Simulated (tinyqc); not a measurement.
What the excited states change: donors on two lattice sites with valley-orbit split states.

Each donor binds at most one electron, in any of its states. For a site s, W_s = sum over its states of g exp(E/kT), and the ionised share is 1/(1 + W_s exp(eta)), eta = (EF - Ec)/kT; n = Nc F_1/2(eta); neutrality n + NA = ND x (mean ionised share, the two sites in equal numbers); holes are neglected. Nc from N = 2 (m kB T/(4 pi c))^(3/2) with c = hbar^2/2m0, in 1/angstrom^3; times 1e24 for 1/cm^3, m = md. F_j(eta) = (1/Gamma(j + 1)) integral_0^infinity x^j dx/(1 + exp(x - eta)), which tends to exp(eta) for eta << 0.

Constants: hbar^2/2m0 = 3.80998211 eV angstrom^2; kB = 8.617333262e-05 eV/K.

Parameters, chosen for this exercise (near those of nitrogen in 4H-SiC; shifted at random, so the results belong to these values and not to a real crystal):
- md = 0.818 m0 (density-of-states mass of the conduction band)
- E = (61, 54.1, 115.3, 69.3) meV (binding energies of h ground, h excited, k ground, k excited)
- g = (2, 4, 2, 4) (their degeneracies with spin)
- ND = 1.2e+17 1/cm^3 (donors, half on each site)
- NA = 0 1/cm^3 (compensating acceptors, all ionised)

The last columns keep only the ground state of each site (g = 2).

Results:
```
T (K)  effective degeneracy, h site     eta  n (1/cm^3)  n, ground states only  ratio
40                             2.54  -10.67    2.10e+13               2.36e+13  0.887
60                             3.05   -8.12    4.93e+14               6.09e+14  0.810
80                             3.47   -6.94    2.47e+15               3.23e+15  0.764
110                            3.93   -6.10    9.27e+15               1.26e+16  0.739
150                            4.35   -5.65    2.31e+16               3.03e+16  0.763
200                            4.68   -5.47    4.26e+16               5.11e+16  0.834
250                            4.90   -5.43    6.21e+16               7.06e+16  0.880
300                            5.06   -5.46    7.90e+16               8.76e+16  0.903
400                            5.27   -5.65    1.00e+17               1.07e+17  0.936
500                            5.41   -5.90    1.09e+17               1.14e+17  0.960
```

What can be read from this table?

The effective degeneracy grows from 2.54 to 5.41. Excited states hold electrons back, so the ratio is never above 1; it is lowest, 0.739, at 110 K of those listed, and 0.903 at 300 K. At low T the excited states empty out, and at high T more donors are ionised (n is 91 % of ND - NA in the last row), so the effect is largest in between.

Program tinyqc; command `OMP_NUM_THREADS=1 python tinyqc.py 1652623 1652624 out.jsonl`; about 0.01 s on one thread of a shared Intel(R) Xeon(R) Processor @ 2.30GHz.
